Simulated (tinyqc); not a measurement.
Junctionless gate-all-around wire, depletion approximation: one step of the calculation.

A uniformly doped n-type wire of radius R under a surrounding gate; long channel. Below flat band a shell from radius rc to R is fully depleted and the neutral core, at channel potential V (0 at the source, Vd at the drain), carries the current with constant mobility; s = (rc/R)^2 is the share of the cross-section that conducts. The edge of the depleted shell is taken as abrupt, so there is no subthreshold current.

Question. Core radius, conductance and current. s solves Vfb - Vg + V = A (1 - s + s ln s) + B (1 - s), and s = 0 where the left side exceeds A + B. I = (q mu Nd pi R^2/L)[g(s0) - g(sL)], g = A (s^2/4 - (s^2/2) ln s) + B s^2/2, with s0 at V = 0 and sL at V = Vd. rc = R sqrt(s0); the small-signal conductance at Vd = 0 is q mu Nd pi R^2 s0/L.

Parameters, values chosen for the exercise; material values close to those of gallium arsenide:
- R = 10 nm (wire radius)
- Nd = 1.9e19 cm^-3 (donor density)
- mu = 97 cm^2/(V s) (effective mobility in the wire)
- L = 0.2 um (gate length)
- Vd = 0.1 V (drain voltage)

Constants: q = 1.602176634e-19 C. Results are converted to the units shown.

s0 = 0.18637770
sL = 0.13266084
A = 0.67678629 V
B = 0.61608523 V

Wanted: rc at the source; conductance; I.

Answer.

rc at the source = 4.317 nm
conductance = 8.645 uS
I = 0.7373 uA

Numbers from tinyqc (`OMP_NUM_THREADS=1 python tinyqc.py 2460015 2460016 out.jsonl`; about 0.01 s on one thread of a shared Intel Xeon 2.30GHz).
